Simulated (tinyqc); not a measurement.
# Worked calculation: double-gate transistor below threshold, two-dimensional Poisson equation on a small mesh

tinyqc, about 0.1 s, one thread, Intel Xeon 2.30GHz (shared host): `OMP_NUM_THREADS=1 python tinyqc.py 2480120 2480121 out.jsonl` Printed values are rounded.

Half of a symmetric double-gate structure: row 0 is the mid-plane of the body, where the normal field vanishes. Mobile charge is neglected (subthreshold), the body is fully depleted, and potentials are counted from the intrinsic level; rows run upward to the gate, columns from source to drain.

Inputs (values chosen for the exercise); semiconductor permittivity made up: temperature T = 293 K; relative permittivity of the semiconductor eps_r = 11.1; relative permittivity of the insulator eox = 3.9; half the body thickness tb = 5 nm; insulator thickness tox = 1.9 nm; channel length L = 39 nm; acceptor density of the depleted body Na = 1.9e18 cm^-3; potential of the source Vbi = 0.48 V; gate offset Vfb = -0.08 V; gate voltage Vg = 0.05 V; drain voltage Vd = 0.05 V.

Constants: q = 1.602176634e-19 C, kB = 1.380649e-23 J/K, Vt = kB T/q, eps0 = 8.8541878128e-14 F/cm where lengths are in cm. Results are converted to the units shown.

## Coefficients of the five-point equations

Mesh: rows i = 0..2 in the semiconductor (step hs = tb/2, row 2 on the interface), then 2 step(s) ho = tox/2 up to the gate row 4; columns j = 0..5 (step hy = L/5). Box integration, divided by eps0: up_i = eps hy/h of the interval above row i, dn_i = that of the interval below (0 for row 0), lat_i = (sum of eps h/2 over the intervals above and below)/hy, s_i = -q Na w_i hy/eps0 with w_i the semiconductor height of the box (hs/2 for row 0 and the interface row, hs between, 0 in the insulator). Each free node obeys (up + dn + 2 lat) psi = up psi(above) + dn psi(below) + lat [psi(left) + psi(right)] + s.

```
row       up       dn      lat      s (V)
0    34.6320        0  1.77885  -0.335212
1    34.6320  34.6320  3.55769  -0.670424
2    32.0211  34.6320  2.01635  -0.335212
3    32.0211  32.0211    0.475          0
```

## Iteration 1: over-relaxation sweep (omega = 1.4)

psi at the start (fixed values on the edges, free nodes at the gate value) (V):
```
            j=0       j=1       j=2       j=3       j=4       j=5
row 0  0.480000  0.130000  0.130000  0.130000  0.130000  0.530000
row 1  0.480000  0.130000  0.130000  0.130000  0.130000  0.530000
row 2  0.480000  0.130000  0.130000  0.130000  0.130000  0.530000
row 3  0.305000  0.130000  0.130000  0.130000  0.130000  0.330000
row 4  0.130000  0.130000  0.130000  0.130000  0.130000  0.130000
```

Free nodes: rows 0..3, columns 1..4, taken row by row from row 0, left to right. t = (up psi(above) + dn psi(below) + lat [psi(left) + psi(right)] + s)/(up + dn + 2 lat), with the newest neighbours; psi(new) = psi + 1.4 (t - psi).

psi after iteration 1 (V):
```
            j=0       j=1       j=2       j=3       j=4       j=5
row 0  0.480000  0.140535  0.118398  0.116955  0.142945  0.530000
row 1  0.480000  0.147223  0.111470  0.108222  0.150593  0.530000
row 2  0.480000  0.149152  0.111416  0.107681  0.152569  0.530000
row 3  0.305000  0.145001  0.117335  0.114475  0.147455  0.330000
row 4  0.130000  0.130000  0.130000  0.130000  0.130000  0.130000
```

## Iteration 2: over-relaxation sweep (omega = 1.4)

As before.

psi after iteration 2 (V):
```
            j=0       j=1       j=2       j=3       j=4       j=5
row 0  0.480000  0.157430  0.099765  0.094153  0.162425  0.530000
row 1  0.480000  0.162008  0.094800  0.088547  0.167765  0.530000
row 2  0.480000  0.160404  0.098941  0.093670  0.165830  0.530000
row 3  0.305000  0.146632  0.113654  0.111162  0.149586  0.330000
row 4  0.130000  0.130000  0.130000  0.130000  0.130000  0.130000
```

## Course of the iteration: over-relaxation sweep (omega = 1.4)

Stop when the largest change of psi is below 1e-7 V, or after 400 iterations. Fixed values: gate row Vg - Vfb; column 0 at Vbi and the last column at Vbi + Vd in the semiconductor, each running linearly to Vg - Vfb across the insulator.

Course of the iteration:
```
iteration  psi at row 0, j = 2 (V)  largest |change| of one entry (V)
1                         0.118398                             0.0226
2                        0.0997648                             0.0228
3                        0.0852720                             0.0155
4                        0.0759741                            9.30e-3
5                        0.0718402                            4.13e-3
6                        0.0697845                            2.48e-3
7                        0.0688994                            1.62e-3
8                        0.0685427                            8.74e-4
9                        0.0683747                            3.12e-4
...                            ...                                ...
15                       0.0681175                            7.13e-6
16                       0.0681134                            4.18e-6
17                       0.0681109                            2.42e-6
18                       0.0681095                            1.43e-6
19                       0.0681087                            8.26e-7
20                       0.0681082                            4.69e-7
21                       0.0681079                            2.68e-7
22                       0.0681078                            1.52e-7
23                       0.0681077                            8.72e-8
```

Converged in 23 iterations. At the end each change is about 0.57 times the one before: linear convergence.

## Barrier, swing and barrier lowering

converged psi (V):
```
            j=0       j=1       j=2       j=3       j=4       j=5
row 0  0.480000  0.163407  0.068108  0.071606  0.179467  0.530000
row 1  0.480000  0.161719  0.072712  0.075925  0.176682  0.530000
row 2  0.480000  0.155838  0.087202  0.089582  0.167310  0.530000
row 3  0.305000  0.143855  0.108869  0.110076  0.149698  0.330000
row 4  0.130000  0.130000  0.130000  0.130000  0.130000  0.130000
```

d psi/dVg on row 0: j=0 0.000000, j=1 0.662756, j=2 0.871302, j=3 0.871302, j=4 0.662756, j=5 0.000000
d psi/dVd on row 0: j=0 0.00000, j=1 0.00802, j=2 0.02936, j=3 0.09933, j=4 0.32923, j=5 1.00000

The barrier is read along row 0, the path farthest from the gate. Take the node j of lowest psi: barrier Vbi - psi_j; swing Vt ln 10/(d psi_j/dVg); DIBL = (d psi_j/dVd)/(d psi_j/dVg). The derivatives solve the same equations with s = 0 and a unit change of that voltage.

j = 2
barrier = 0.411892 V
swing = 66.7248 mV/decade
DIBL = 33.6998 mV/V

A mesh of 12, 8 and 80 steps (semiconductor, insulator, channel) gives a barrier of 0.429 V, a swing of 63.9 mV a decade and a DIBL of 46.7 mV/V; the small mesh puts the barrier 4.0 % below that. In this column psi is higher at the interface than on row 0, so electrons would pass more easily near the interface.
